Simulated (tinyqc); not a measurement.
## Barrier from its over-barrier resonances

Question. A flat barrier of width d = 0.3 nm between equal leads transmits fully where k d = n pi, that is at E_n = U + C (n pi/d)^2/m, C = hbar^2/(2 m0), whatever the lead mass. Find m and U.

Constants: q = 1.602176634e-19 C, hbar = 1.054571817e-34 J s, m0 = 9.1093837015e-31 kg, hbar^2/(2 m0) = 0.0380998212 eV nm^2. Results are converted to the units shown.

energies of resonances n = 2 and 3 (eV): [39.658408, 84.106417]

Answer. The spacing is 5 C (pi/d)^2/m, which gives m; either energy then gives U.

m = 0.470 m0
U = 4.10 eV

tinyqc, about 0.01 s, one thread, Intel Xeon 2.30GHz (shared host): `OMP_NUM_THREADS=1 python tinyqc.py 2560039 2560040 out.jsonl`
